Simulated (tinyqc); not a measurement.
## Gap voltage and exponent from three temperatures

Inverse problem. At constant current VBE(T) = Vg0 - a T - eta (kB T/q) ln T, where a is a constant. Find Vg0, eta and dVBE/dT at the middle temperature.

Constants: q = 1.602176634e-19 C, kB = 1.380649e-23 J/K. Results are converted to the units shown.

T (K): [253, 300, 330]
VBE at a constant current (V): [0.7653921390, 0.6739560841, 0.6141682031]

Answer. The relation is linear in Vg0, a and eta, so three points give a linear system; the slope is (VBE - Vg0 - eta kB T/q)/T. eta rests on the curvature of VBE(T) alone, so real fits need accuracy of some tens of microvolts or better.

Vg0 = 1.16 V
eta = 4.20
dVBE/dT = -1.98 mV/K

Program tinyqc, `OMP_NUM_THREADS=1 python tinyqc.py 2062119 2062120 out.jsonl`; Intel Xeon 2.30GHz, shared host, one thread, about 0.02 s.
